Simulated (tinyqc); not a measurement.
Comparisons within one model: exchange-split free-electron bands and tunnelling magnetoresistance. A value that a table varies takes the place of the one given here.

Majority and minority bands E = c k^2/m -/+ Dx/2, c = hbar^2/2m0, so k_up = sqrt(m (EF + Dx/2)/c), k_dn = sqrt(m (EF - Dx/2)/c); n_s = k_s^3/(6 pi^2), D_s = m k_s/(4 pi^2 c).

Barrier: kappa = sqrt(mb phi/c), c = hbar^2/2m0. With a = k1/m, b = k2/m, w = kappa/mb, the transmission at normal incidence is T(k1, k2) = 4 a b w^2/[w^2 (a + b)^2 + (w^2 + a^2)(w^2 + b^2) sinh^2(kappa d)]. Parallel: G_P = T(up, up) + T(dn, dn); antiparallel: G_AP = 2 T(up, dn); TMR = (G_P - G_AP)/G_AP. Julliere: TMR = 2 P^2/(1 - P^2). Slonczewski factor: P_eff = P_k (w^2 - a_up a_dn)/(w^2 + a_up a_dn), P_k = (k_up - k_dn)/(k_up + k_dn).

Constants: hbar^2/2m0 = 3.80998211 eV angstrom^2.

Parameters, chosen for this exercise:
```
symbol  value  unit      meaning
EF      4.74   eV        Fermi energy above the mean band bottom
Dx      4.41   eV        exchange splitting
m       0.98   m0        mass in the electrodes
mb      0.36   m0        mass in the barrier
d       10.3   angstrom  barrier thickness
phi     0.9    eV        barrier height above EF
```

## Barrier height

Results:
```
phi (eV)  w (1/angstrom)    P_eff  TMR (%)       G_P
0.20               0.382  -0.1901     6.07     0.201
0.40               0.540  -0.1451     4.02    0.0940
0.70               0.714  -0.0926     1.75    0.0329
1.0                0.854  -0.0526     0.59    0.0128
1.5                1.046  -0.0034     0.01   0.00322
2.0                1.208   0.0320     0.21  0.000956
3.0                1.479   0.0793     1.26  0.000118
4.0                1.708   0.1095     2.43  1.98e-05
6.0                2.092   0.1459     4.35  9.56e-07
10                 2.700   0.1808     6.76  7.72e-09
```

P_eff vanishes where w^2 = a_up a_dn, at phi = 1.54 eV, inside the table; the lowest TMR listed is 0.01 % at 1.5 eV. TMR is 6.1 % at the lowest barrier and 6.8 % at the highest, against 13.0 % for Julliere with P_k; P_eff tends to +P_k for very high barriers and to -P_k for very low ones. G_P falls by 7.4 decades.

## Barrier thickness

Results:
```
d (angstrom)  kappa d       G_P      G_AP  TMR (%)
1               0.292      1.82      1.72     5.83
2               0.583      1.39      1.33     4.42
3               0.875     0.944     0.916     3.09
4               1.166     0.591     0.578     2.16
6               1.750     0.204     0.201     1.27
8               2.333    0.0657    0.0650     0.98
10              2.916    0.0207    0.0205     0.89
13              3.791   0.00361   0.00358     0.85
16              4.666  0.000627  0.000622     0.85
20              5.832  6.09e-05  6.04e-05     0.84
```

For thick barriers each angstrom costs a factor exp(2 kappa) = 1.79 in both conductances, and TMR settles at 0.84 % (the interface factor, which vanishes at (kappa/mb)^2 = k_up k_dn/m^2, reduces it below the value from the polarisation of k alone); it is within 0.1 point of that from d = 10 angstrom on. At 1 angstrom it is 5.83 %, where the barrier is thin and the mismatch of k_up and k_dn starts to rule, as it does fully for d -> 0.

## Exchange splitting

Dx takes the listed multiples of 2 EF.

Results:
```
Dx/(2 EF)    k_up    k_dn     P_k    P_eff  TMR (%)
0.10       1.1581  1.0475  0.0501  -0.0159     0.05
0.20       1.2096  0.9876  0.1010  -0.0312     0.20
0.35       1.2829  0.8902  0.1807  -0.0522     0.56
0.50       1.3523  0.7808  0.2679  -0.0677     0.96
0.65       1.4183  0.6532  0.3693  -0.0703     1.10
0.80       1.4814  0.4938  0.5000  -0.0372     0.52
0.90       1.5220  0.3492  0.6268   0.0533     0.95
0.97       1.5498  0.1912  0.7803   0.2811    17.61
```

P_k rises from 0.050 to 0.780, and TMR goes from 0.05 % to 17.6 %, not steadily: its largest value is 17.61 % at 0.97 and its smallest 0.05 % at 0.1; P_eff changes sign along the table. At Dx = 2 EF the minority band is empty (a half metal) and G_AP vanishes.

## What moves the magnetoresistance

All results formed anew. Each row changes one parameter from the base and keeps the others.

Results:
```
case                  P_k    P_eff  TMR (%)      G_P
base               0.2468  -0.0648     0.88   0.0174
Dx = 4.631 eV      0.2609  -0.0668     0.94   0.0173
EF = 5.214 eV      0.2219  -0.0703     1.01   0.0170
phi = 1.17 eV      0.2468  -0.0338     0.25  0.00783
mb = 0.288 m0      0.2468  -0.0385     0.39   0.0339
d = 12.3 angstrom  0.2468  -0.0648     0.85  0.00542
m = 1.176 m0       0.2468  -0.0434     0.43   0.0179
```

The largest shifts from the base row, up to three for each result and ties (the steps differ in size, so this ranks the rows, not the parameters). P_k: EF -0.0249, Dx +0.0141; unchanged at the printed digits by phi, mb, d and m. P_eff: phi +0.0310, mb +0.0263, m +0.0214; unchanged at the printed digits by d. TMR (%): phi -0.63, mb -0.49, m -0.45. G_P: mb +0.0165, d -0.0119, phi -0.00953.

Program tinyqc; command `OMP_NUM_THREADS=1 python tinyqc.py 1651241 1651242 out.jsonl`; about 0.01 s on one thread of a shared Intel(R) Xeon(R) Processor @ 2.30GHz.
